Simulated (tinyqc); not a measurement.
## Junction parameters from two forward currents

Inverse problem. D(v) = J1 (exp(v/Vt) - 1) + J2 (exp(v/(2 Vt)) - 1). Find J1, J2 and the voltage 2 Vt ln(J2/J1) near which both parts are equal.

Values chosen for this exercise: temperature T = 330 K.

Constants: q = 1.602176634e-19 C, kB = 1.380649e-23 J/K, Vt = kB T/q. Results are converted to the units shown.

junction voltages (V): 0.25  0.72
currents (uA/um): 2.0975078e-7  0.50587672

Answer. The current is linear in J1 and J2, so two points give two equations.

J1 = 5.10e-12 uA/um
J2 = 2.20e-9 uA/um
crossover = 0.345 V

tinyqc, about 0.2 s, one thread, Intel Xeon 2.30GHz (shared host): `OMP_NUM_THREADS=1 python tinyqc.py 2182138 2182139 out.jsonl`
